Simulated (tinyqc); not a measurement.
Inside a calculation. Method: UHF in the 6-31g basis, for H4, spin multiplicity 3. This run ends on a higher stationary point, not on the lowest solution. Computed by tinyqc, a small Python program that keeps every step (integrals from PySCF). Settings: charge = 0, multiplicity = 3, basis = 6-31g, energy threshold = 1e-09, iteration cap = 77, orthogonalisation = canonical, start = atomic densities, DIIS depth = 6, damping = 0.7, method = UHF. Command: `OMP_NUM_THREADS=1 python tinyqc.py 28625 28626 out.jsonl` (the two numbers bound the seeds that draw the settings). One thread of a shared host (Intel(R) Xeon(R) Processor @ 2.60GHz), about 0.2 s of CPU time with the checks.

Geometry (angstrom):
```
atom,x,y,z
H,0.000000,0.000000,0.000000
H,0.000000,0.000000,0.881000
H,0.000000,2.250000,0.000000
H,0.000000,2.250000,0.881000
```

Stop when the energy changes by less than 1e-09 hartree and every element of the error matrix X^T (F D S - S D F) X (for each spin) is below 9e-06.

Course of the cycle:
```
iteration,E (hartree),change,largest element of the error matrix
1,-1.81016221,-,1.42e-01
2,-1.79948365,1.07e-02,1.06e-01
3,-1.80743604,-7.95e-03,7.47e-02
4,-1.82075366,-1.33e-02,5.22e-02
5,-1.83391408,-1.32e-02,3.65e-02
6,-1.84501020,-1.11e-02,2.55e-02
7,-1.85370051,-8.69e-03,1.79e-02
8,-1.86023607,-6.54e-03,1.25e-02
9,-1.86503260,-4.80e-03,8.76e-03
10,-1.86849878,-3.47e-03,6.13e-03
11,-1.87097832,-2.48e-03,4.29e-03
12,-1.87274007,-1.76e-03,3.00e-03
13,-1.87398608,-1.25e-03,2.10e-03
14,-1.87486454,-8.78e-04,1.47e-03
...,...,...,...
40,-1.87693415,-8.38e-08,1.38e-07
41,-1.87693421,-5.87e-08,9.66e-08
42,-1.87693425,-4.11e-08,6.77e-08
43,-1.87693428,-2.88e-08,4.74e-08
44,-1.87693430,-2.01e-08,3.31e-08
45,-1.87693431,-1.41e-08,2.32e-08
46,-1.87693432,-9.86e-09,1.62e-08
47,-1.87693433,-6.90e-09,1.14e-08
48,-1.87693434,-4.83e-09,7.96e-09
49,-1.87693434,-3.38e-09,5.57e-09
50,-1.87693434,-2.37e-09,3.90e-09
51,-1.87693434,-1.66e-09,2.73e-09
52,-1.87693434,-1.16e-09,1.91e-09
53,-1.87693435,-8.12e-10,1.34e-09
```

Can the last value be used, and what does the course show?

No, though the log alone does not show it. Converged in 53 iterations. But the solution lies 0.06497 hartree above the reference: it is another stationary point, not the lowest one. Reruns (cap 100 unless said): DIIS 8: converged in 6 to a higher stationary point; damping 0.5: converged in 29 to a higher stationary point; level shift 0.5: converged in 14 to a higher stationary point; atomic densities as start, DIIS 8: converged in 6 to a higher stationary point. PySCF UHF in the same basis, after a stability check = -1.94190422 hartree.
